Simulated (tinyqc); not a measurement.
# Frequency dispersion of an accumulation capacitance by border traps, distributed model: two studies

Traps spread evenly through the insulator exchange electrons with the semiconductor by tunnelling, with tau(x) = t0 exp(2 ka x) at depth x from the interface. The admittance per area Y seen at depth x obeys dY/dx = -Y^2/(i w eps0 eox) + q Nb ln(1 + i w tau)/tau, with Y(0) = i w Cs and w = 2 pi f; the gate sees Y(tox) = G + i w C. Working variable y = Y/(i w), in uF/cm^2. Cox = eps0 eox/tox.

Parameters, values chosen for the exercise; permittivity close to that of aluminium oxide:

| symbol | value | unit | meaning |
|---|---|---|---|
| eox | 8.85 |  | relative permittivity of the insulator |
| tox | 7.2 | nm | insulator thickness |
| Cs | 0.64 | uF/cm^2 | semiconductor capacitance in accumulation |
| Nb | 1.5e20 | cm^-3 eV^-1 | density of border traps |
| ka | 5.3 | 1/nm | decay constant of the wave function in the insulator |
| t0 | 2e-11 | s | time constant of a trap at the interface |
| f | 10000 | Hz | frequency |

Constants: q = 1.602176634e-19 C, eps0 = 8.8541878128e-14 F/cm where lengths are in cm. Results are converted to the units shown.

Each table varies one quantity; the others keep the values above.

## Capacitance and loss against frequency

Cox; trap-free value 1/(1/Cox + 1/Cs); response depth d = ln(1/(w t0))/(2 ka), where w tau = 1; lumped estimate: all traps within d act as C_bt = q Nb d placed at d/2, so C = 1/{1/[1/(1/Cs + d/(2 eps0 eox)) + C_bt] + (tox - d/2)/(eps0 eox)}. C and G from a fine integration; dispersion -d C/d log10 f over C, from f times and over 1.1. For a broad spread of time constants G/w is close to -(pi/2) dC/d ln w.

The same in every row: trap-free C (uF/cm^2) = 0.4030.

Capacitance and loss against frequency:
```
f (Hz)	d (nm)	C (uF/cm^2)	G/w (uF/cm^2)	dispersion (% a decade)	-(pi/2) dC/d ln w (uF/cm^2)	lumped C (uF/cm^2)
10	1.933	1.079	0.03005	4.073	0.02998	1.014
100	1.716	1.035	0.03011	4.251	0.03002	0.9794
1000	1.499	0.9907	0.03075	4.532	0.03063	0.9425
10000	1.282	0.9449	0.03215	4.962	0.03199	0.9024
1e5	1.065	0.8964	0.03462	5.621	0.03438	0.8575
1e6	0.8473	0.8434	0.03868	6.656	0.03829	0.8055
1e7	0.6301	0.7830	0.04527	8.354	0.04462	0.7428
```

What does the comparison show?

C falls from 1.079 to 0.7830 uF/cm^2, towards the trap-free 0.4030; each decade of frequency removes ln 10/(2 ka) = 0.217 nm from the response depth. The dispersion rises from 4.07 to 8.35 % a decade and G/w rises from 0.0301 to 0.0453 uF/cm^2. G/w lies between 1.00 and 1.01 times -(pi/2) dC/d ln w, the relation for a broad spread of time constants.

## Effect of the density of border traps

Same model as above.

The same in every row: d (nm) = 1.282; trap-free C (uF/cm^2) = 0.4030.

Results:
```
Nb (cm^-3 eV^-1)	C (uF/cm^2)	G/w (uF/cm^2)	dispersion (% a decade)	-(pi/2) dC/d ln w (uF/cm^2)	lumped C (uF/cm^2)
1e18	0.4127	0.001141	0.4054	0.001141	0.4119
2e18	0.4221	0.002237	0.7768	0.002237	0.4206
6e18	0.4579	0.006203	1.985	0.006202	0.4537
1e19	0.4908	0.009590	2.864	0.009587	0.4840
3e19	0.6216	0.02068	4.870	0.02065	0.6046
7e19	0.7838	0.02919	5.441	0.02910	0.7542
4e20	1.111	0.03048	4.000	0.03031	1.052
```

Estimate the missing row, Nb = 2e20 cm^-3 eV^-1.

Computed row:
```
Nb (cm^-3 eV^-1)	C (uF/cm^2)	G/w (uF/cm^2)	dispersion (% a decade)	-(pi/2) dC/d ln w (uF/cm^2)	lumped C (uF/cm^2)
2e20	1.000	0.03202	4.665	0.03184	0.9532
```

With this row back in the table: As Nb goes from 1e18 to 4e20, C rises from 0.413 to 1.11 uF/cm^2, the dispersion goes from 0.405 through a maximum of 5.44 (at Nb = 7e19 among the rows listed) to 4.00 % a decade and G/w goes from 0.00114 through a maximum of 0.0320 (at Nb = 2e20 among the rows listed) to 0.0305 uF/cm^2. The lumped estimate is 0.18 % below C in the first row and 5.3 % below it in the last. The dispersion goes as Nb^(0.94) between the first two rows and Nb^(-0.22) between the last two: dense traps near the interface screen those behind them.

Computed by the program tinyqc: `OMP_NUM_THREADS=1 python tinyqc.py 2202248 2202249 out.jsonl`, one thread of a shared Intel Xeon 2.30GHz, about 0.5 s for the whole run.
